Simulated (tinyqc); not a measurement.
Worked calculation: Rayleigh-quotient iteration on a symmetric matrix. One step of it, computed by the program tinyqc.

Problem. Step 1. solve (A - shift) w = v; v' = w/|w| with its largest component positive (the first on a tie); lambda = v'^T A v'; the next shift is lambda.

A:
$$\begin{pmatrix}
0.055000 & 0.231000 & 0.076000 & 0.216000 \\
0.231000 & 0.616000 & 0.069000 & -0.122000 \\
0.076000 & 0.069000 & 0.634000 & -0.232000 \\
0.216000 & -0.122000 & -0.232000 & 1.437000
\end{pmatrix}$$

vector v at the start: [0.500000, 0.500000, 0.500000, 0.500000]

shift = 1.720000

Give: vector after step 1; Rayleigh quotient after step 1.

Solution.

vector after step 1: [0.2896, 0.1731, 0.0474, 0.9402]

Rayleigh quotient after step 1 = 1.3783
